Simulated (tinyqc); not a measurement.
CMOS inverter, nodal equation and switching: one step of the calculation.

An n-channel pull-down (bn, VTn) and a p-channel pull-up (bp, VTp) share the input Vin and the output node Vout, which carries the load C. Transistor (EKV form, voltages against the body): I = 2 n b Vt^2 [F(vp - Vs) - F(vp - Vd)] from drain to source, F(v) = ln^2(1 + exp(v/(2 Vt))), vp = (Vg - VT + sg |Vd - Vs|)/n. n-channel bodies are at 0; for the p-channel device all voltages are counted down from Vdd. b in uA/V^2 gives I in uA. Static: In = Ip. Transient: C dVout/dt = Ip - In. No velocity saturation, no gate capacitance beyond C.

Task. Transfer curve. For each Vin solve In = Ip; gain = dVout/dVin.

Parameters, values chosen for the exercise:
- T = 400 K (temperature)
- Vdd = 0.4 V (supply voltage)
- n = 1.34 (slope factor)
- sg = 0.048 (drain-induced barrier lowering)
- VTn = 0.41 V (n-channel threshold)
- VTp = 0.29 V (p-channel threshold (magnitude))
- bn = 280 uA/V^2 (gain factor of the pull-down transistor)
- bp = 280 uA/V^2 (gain factor of the pull-up transistor)
- Vin = 0.12 V (input voltage)

Constants: q = 1.602176634e-19 C, kB = 1.380649e-23 J/K, Vt = kB T/q. Results are converted to the units shown.

| point | Vin (V) |
|---|---|
| 0 | 0 |
| 1 | 0.04 |
| 2 | 0.08 |
| 3 | 0.12 |
| 4 | 0.16 |
| 5 | 0.2 |
| 6 | 0.24 |
| 7 | 0.28 |
| 8 | 0.32 |
| 9 | 0.36 |
| 10 | 0.4 |

Find: Vout; supply current; gain.

Result.

| point | Vout (V) | supply current (uA) | gain |
|---|---|---|---|
| 0 | 0.39999 | 1.8593e-4 | -0.0002 |
| 1 | 0.39998 | 4.3860e-4 | -0.0007 |
| 2 | 0.39992 | 0.0010304 | -0.0026 |
| 3 | 0.39969 | 0.0024052 | -0.0107 |
| 4 | 0.39871 | 0.0055583 | -0.0474 |
| 5 | 0.39408 | 0.012626 | -0.2363 |
| 6 | 0.36357 | 0.027446 | -2.1019 |
| 7 | 0.03643 | 0.027446 | -2.1019 |
| 8 | 0.00592 | 0.012626 | -0.2363 |
| 9 | 0.00129 | 0.0055583 | -0.0474 |
| 10 | 0.00031 | 0.0024052 | -0.0107 |

The switching point Vin = Vout lies at 0.2568 V, with a gain of -16.0.

Numbers from tinyqc (`OMP_NUM_THREADS=1 python tinyqc.py 2340045 2340046 out.jsonl`; about 0.03 s on one thread of a shared Intel Xeon 2.30GHz).
